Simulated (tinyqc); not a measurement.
CIS and TDHF on RHF in the sto-3g basis, frozen core, for BeH2, spin multiplicity 1, step by step. One step of it, computed by the program tinyqc.

Problem. CIS triplet states. Diagonalise A (1 hartree = 27.211386 eV); each vector has its largest component positive (the first on a tie).

CIS matrix A, triplet (hartree), order 2>4, 2>5, 2>6, 2>7, 3>4, 3>5, 3>6, 3>7:
$$\begin{pmatrix}
0.299309 & 0.000000 & -0.005248 & 0.011991 & -0.000830 & 0.000000 & -0.000802 & 0.025956 \\
0.000000 & 0.302548 & 0.000000 & 0.000000 & 0.000000 & -0.000666 & 0.000000 & 0.000000 \\
-0.005248 & 0.000000 & 0.550829 & -0.058817 & -0.000802 & 0.000000 & 0.012054 & -0.124978 \\
0.011991 & 0.000000 & -0.058817 & 0.979320 & 0.025956 & 0.000000 & -0.124978 & -0.021461 \\
-0.000830 & 0.000000 & -0.000802 & 0.025956 & 0.270200 & 0.000000 & 0.002650 & -0.012030 \\
0.000000 & -0.000666 & 0.000000 & 0.000000 & 0.000000 & 0.275236 & 0.000000 & 0.000000 \\
-0.000802 & 0.000000 & 0.012054 & -0.124978 & 0.002650 & 0.000000 & 0.487906 & 0.059294 \\
0.025956 & 0.000000 & -0.124978 & -0.021461 & -0.012030 & 0.000000 & 0.059294 & 0.936877
\end{pmatrix}$$

Give: triplet excitation energies; lowest vectors.

Solution.

triplet excitation energies (eV): [7.311, 7.489, 8.110, 8.233, 12.255, 13.825, 26.510, 27.893]

lowest vectors, order 2>4, 2>5, 2>6, 2>7, 3>4, 3>5, 3>6, 3>7:
$$\begin{pmatrix}
0.027 & 0.000 & 0.999 & 0.000 & -0.010 & 0.017 \\
0.000 & 0.024 & 0.000 & 1.000 & 0.000 & 0.000 \\
0.005 & 0.000 & -0.005 & 0.000 & -0.193 & 0.931 \\
-0.043 & 0.000 & -0.017 & 0.000 & 0.194 & 0.178 \\
0.998 & 0.000 & -0.026 & 0.000 & 0.053 & 0.006 \\
0.000 & 1.000 & 0.000 & -0.024 & 0.000 & 0.000 \\
-0.042 & 0.000 & 0.007 & 0.000 & 0.948 & 0.194 \\
0.020 & 0.000 & -0.043 & 0.000 & -0.155 & 0.253
\end{pmatrix}$$
